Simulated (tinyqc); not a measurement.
MOS capacitor on a p-type substrate, surface potential from the exact charge relation: two steps of the calculation.

Uniform p-type substrate, Boltzmann statistics, full ionisation, classical densities. psi is the surface potential against the body (positive when the bands bend down) and u = psi/Vt. Traps are spread evenly over the gap and neutral at flat band, so their charge is -q Dit psi; the minority quasi-Fermi level is shifted by Vb.

Values chosen for this exercise; band and dielectric values close to those of silicon: temperature T = 250 K; band gap Eg = 1.13 eV; relative permittivity eps_r = 11.5; conduction-band density of states at T Nc = 2.1e19 cm^-3; valence-band density of states at T Nv = 2.03e19 cm^-3; acceptor density of the substrate N = 1.9e15 cm^-3; relative permittivity of the gate insulator (close to silicon dioxide) eox = 3.9; insulator thickness tox = 9.7 nm; fixed charge at the interface, in units of q Nf = 7.2e10 cm^-2; density of interface traps Dit = 0 cm^-2 eV^-1; reverse bias of the inversion layer against the body Vb = 0 V; gate voltage against the body Vg = -1.98 V.

Constants: q = 1.602176634e-19 C, kB = 1.380649e-23 J/K, Vt = kB T/q, eps0 = 8.8541878128e-14 F/cm where lengths are in cm. Results are converted to the units shown.

Question 1. Newton step for the surface potential. u = psi/Vt; F^2 = exp(-u) + u - 1 + r (exp(u) - u - 1); Qs = -sign(u) Q0 F; Cs = -dQs/dpsi = (Q0/Vt) |1 - exp(-u) + r (exp(u) - 1)|/(2 F). f = Vfb + psi + (q Dit psi - Qs)/Cox - Vg, f' = 1 + (Cs + q Dit)/Cox, psi(new) = psi - f/f'.

psi after iteration 1 = -0.47681421 V
Cox = 0.35599312 uF/cm^2
Vfb = -0.72255699 V
Q0 = 3.6544896 nC/cm^2
r = 1.9606981e-15

Give: u; F; Qs; Cs; f; f'; psi after iteration 2.

Answer 1.

u = -22.13
F = 6.398e4
Qs = 2.338e5 nC/cm^2
Cs = 5427 uF/cm^2
f = -656.1 V
f' = 1.525e4
psi after iteration 2 = -0.4338 V

This iterate lies far beyond the solution, so its charge is not a physical one.

Question 2. Charges, field and capacitances at the solution. ni = sqrt(Nc Nv) exp(-Eg/(2 Vt)), Eg in volts; phiF = Vt ln(N/ni); Cox = eps0 eox/tox; Vfb = phiM - chi - (Eg - Vt ln(Nv/N)) - q Nf/Cox; Q0 = sqrt(2 eps0 eps_r q N Vt); r = (ni/N)^2 exp(-Vb/Vt); VT = Vfb + [(2 phiF + Vb)(1 + q Dit/Cox) + sqrt(2 eps0 eps_r q N (2 phiF + Vb))/Cox].

Low frequency: 1/C_LF = 1/Cox + 1/(Cs + q Dit). High frequency, in the simple estimate in which traps and minority carriers do not follow: 1/C_HF = 1/Cox + 1/Cd, Cd being Cs with r = 0 at the same psi. Minority sheet density N_inv = (Q0/(2 q)) int_0^u r (exp(t) - 1)/F(t) dt for u > 0. Oxide field |Qs - q Dit psi + q Nf|/(eps0 eox).

converged psi = -0.19973028 V

Find: Qs; N_inv; oxide field; Cs; C_LF/Cox; C_HF/Cox.

Answer 2.

Qs = 376.54 nC/cm^2
N_inv = 0 cm^-2
oxide field = 1.1238 MV/cm
Cs = 8.7467 uF/cm^2
C_LF/Cox = 0.96089
C_HF/Cox = 0.96089

The surface is in accumulation (borders at |psi| = 0, phiF + Vb and 2 phiF + Vb = 0.730 V).

Computed by the program tinyqc: `OMP_NUM_THREADS=1 python tinyqc.py 2060078 2060079 out.jsonl`, one thread of a shared Intel Xeon 2.30GHz, about 0.01 s for the whole run.
